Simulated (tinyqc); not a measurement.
## Trap density from two Hall measurements

Problem. p-type body, charge-sheet picture, full ionisation (an idealisation for deep acceptors), Boltzmann statistics for free electrons. e = Ec - EF at the surface. psi = Eg - Vt ln(Nv/Na) - e; N_dep = sqrt(2 eps0 eps_r Na (psi - Vt)/q); n_f = sqrt(N_dep^2 + 2 eps0 eps_r Vt Nc exp(-e/Vt)/q) - N_dep; Vg = Vfb + psi + q (N_dep + n_t + n_f)/Cox, Cox = eps0 eox/tox. Find e and n_t at both points and the mean trap density between them.

Parameters, values chosen for the exercise; band and dielectric values close to those of silicon:

| symbol | value | unit | meaning |
|---|---|---|---|
| T | 300 | K | temperature |
| Eg | 1.13 | eV | band gap |
| eps_r | 11.8 |  | relative permittivity |
| Nc | 2.77e19 | cm^-3 | conduction-band density of states at T |
| Nv | 2.64e19 | cm^-3 | valence-band density of states at T |
| eox | 3.9 |  | relative permittivity of the insulator |
| tox | 63 | nm | insulator thickness |
| Na | 6.6e15 | cm^-3 | acceptor density |
| Vfb | -0.71 | V | flat-band voltage without trapped charge |

Constants: q = 1.602176634e-19 C, kB = 1.380649e-23 J/K, Vt = kB T/q, eps0 = 8.8541878128e-14 F/cm where lengths are in cm. Results are converted to the units shown.

Vg (V): [1.3158647, 2.6089646]
free sheet density from the Hall effect (cm^-2): [2.0389634e8, 9.9166633e9]

Answer. Each n_f fixes e; what the gate voltage holds beyond psi, N_dep and n_f is trapped; the difference quotient is the density, smeared over a few Vt.

e (eV): [0.2980, 0.1950]
n_t (cm^-2): [2.559e11, 6.345e11]
mean trap density = 3.675e12 cm^-2 eV^-1

Numbers from tinyqc (`OMP_NUM_THREADS=1 python tinyqc.py 2222025 2222026 out.jsonl`; about 0.02 s on one thread of a shared Intel Xeon 2.30GHz).
